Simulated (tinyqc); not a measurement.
Single-oscillator infrared dielectric function of a polar cubic crystal: one step, computed by the program tinyqc. Command: `OMP_NUM_THREADS=1 python tinyqc.py 3027887 3027888 out.jsonl infrared walk`. One thread of a shared host (Intel(R) Xeon(R) Processor @ 2.30GHz), about 0.01 s of CPU time with the checks.

One ion pair, charges +Z* and -Z*, in a cell of volume Omega = a^3/4. Frequencies omega are given as wavenumbers (1/cm); eps_s is the static dielectric constant.

Question. Surface and particle modes. Without damping, eps(omega) = -x eps_m gives omega^2 = omega_TO^2 (eps_s + x eps_m)/(eps_inf + x eps_m): x = 1 for a flat surface at large wave vector, x = 2 for the dipole mode of a small sphere. The reflectivity R for light from vacuum (not from the medium eps_m) vanishes where eps = 1, omega^2 = omega_TO^2 (eps_s - 1)/(eps_inf - 1).

Inputs (values chosen for the exercise, modelled on potassium chloride): omega_TO = 143 1/cm; eps_inf = 2.15; eps_m of the surrounding medium = 2.25.

Structure: rock salt. Free carriers: absent.

eps_s = 4.713058

Give: surface mode; sphere mode; zero of R.

Answer.

surface mode = 179.89 1/cm

sphere mode = 168.32 1/cm

zero of R = 256.95 1/cm
